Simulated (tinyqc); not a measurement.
Against thickness at fixed field: leakage through a gate insulator: direct, Fowler-Nordheim, trap-assisted and Poole-Frenkel currents. Computed by tinyqc, a small Python program. Command: `OMP_NUM_THREADS=1 python tinyqc.py 3007178 3007179 out.jsonl oxideleak walk`. One thread of a shared host (Intel(R) Xeon(R) Processor @ 2.30GHz), about 0.01 s of CPU time with the checks.

Electrons enter from the cathode Fermi level at x = 0; the conduction band of the insulator lies phi_b - e F x above it, F = V/t. WKB exponents use a parabolic band with mass m.

Inputs (values chosen for the exercise, with an insulator like SiO2):

| quantity | value | unit |
|---|---|---|
| thickness t | 4.1 | nm |
| barrier phi_b | 2.98 | eV |
| tunnelling mass m | 0.38 | m_0 |
| static constant eps_ox | 3.9 | - |
| voltage across the insulator V | 2.9 | V |
| trap depth phi_t | 2.1 | eV |
| trap density N_t | 1.1e+17 | cm^-3 |
| attempt rate nu_0 | 2e+12 | 1/s |
| activation of capture E_a | 0.27 | eV |
| temperature T | 250 | K |

Constants: hbar^2/(2 m_0) = 3.80998212 eV angstrom^2; e = 1.602176634e-19 C; hbar = 1.054571817e-34 J s; k_B = 8.617333262e-05 eV/K.

Method:
- For a level a distance phi(x) below the band, the WKB exponent is 2 int kappa dx with kappa = sqrt(m phi/(hbar^2/2m_0)); for a linear barrier from phi_1 down to phi_2 = max(phi_1 - e F d, 0) it is G = (4/3) sqrt(m/(hbar^2/2m_0)) (phi_1^(3/2) - phi_2^(3/2))/(e F).
- J_tun = e^3 F^2/(16 pi^2 hbar m phi_b) x exp(-G) / [1 - sqrt(phi_2/phi_b)]^2 with the free-electron mass in the cathode (m in m_0), phi_2 = max(phi_b - e V, 0): direct tunnelling for e V < phi_b, Fowler-Nordheim above. Image forces, back-flow and the limit on supply are left out, so J_tun is overstated below about 0.5 V.
- Equivalent oxide thickness = 3.9 t/eps_ox.
- A trap at depth x lies phi_t below the band. Capture: tunnel at the cathode Fermi level from 0 to x (G_in from phi_1 = phi_b), rate nu_0 exp(-G_in - E_c/k_B T) with E_c = E_a + max(phi_b - phi_t - e F x, 0), the last term being the height of the trap above the cathode Fermi level. Emission: tunnel from the trap level to the anode (G_out from phi_1 = phi_t over t - x), rate nu_0 exp(-G_out - E_a/k_B T). Re-emission to the cathode follows from detailed balance, rate_back = rate_in exp(dE/k_B T) with dE = phi_b - phi_t - e F x. Each trap passes R = rate_in rate_out/(rate_in + rate_back + rate_out) electrons per second; filling from the anode is left out.
- J_TAT = e N_t int_0^t R dx by the midpoint rule on 400 intervals; the most effective depth is the midpoint with the largest R, rounded to 0.01 nm.

field F = 7.07317 MV/cm

Currents:

| t (nm) | V (V) | J_tun (A/cm^2) | J_TAT (A/cm^2) |
|---|---|---|---|
| 1.2 | 0.8488 | 1.5853e+04 | 7.0241e-10 |
| 1.6 | 1.1317 | 2.3714e+02 | 6.9836e-09 |
| 2.2 | 1.5561 | 8.8418e-01 | 7.1198e-09 |
| 3.0 | 2.1220 | 1.8024e-03 | 3.2926e-09 |
| 4.0 | 2.8293 | 8.0422e-06 | 2.7987e-10 |
| 5.5 | 3.8902 | 3.4102e-06 | 1.1295e-10 |
| 7.5 | 5.3049 | 3.4102e-06 | 1.1295e-10 |
| 10.0 | 7.0732 | 3.4102e-06 | 1.1295e-10 |

What follows from these numbers?

Between the first rows J_tun falls by 4.56 decades per nm. From t = phi_b/(e F) = 4.21 nm it stops changing, since a triangular barrier does not feel the thickness. J_TAT stays below J_tun at all these thicknesses.

Extremes, crossings and ranges named in words are read from the listed rows.
